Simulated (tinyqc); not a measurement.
Gap voltage and exponent from three temperatures.

Inverse problem. At constant current VBE(T) = Vg0 - a T - eta (kB T/q) ln T, where a is a constant. Find Vg0, eta and dVBE/dT at the middle temperature.

Constants: q = 1.602176634e-19 C, kB = 1.380649e-23 J/K. Results are converted to the units shown.

T (K): [233, 253, 360]
VBE at a constant current (V): [0.8708946789, 0.8407469261, 0.6723302002]

Answer. The relation is linear in Vg0, a and eta, so three points give a linear system; the slope is (VBE - Vg0 - eta kB T/q)/T. eta rests on the curvature of VBE(T) alone, so real fits need accuracy of some tens of microvolts or better.

Vg0 = 1.151 V
eta = 3.400
dVBE/dT = -1.519 mV/K

Numbers from tinyqc (`OMP_NUM_THREADS=1 python tinyqc.py 2062054 2062055 out.jsonl`; about 0.03 s on one thread of a shared Intel Xeon 2.30GHz).
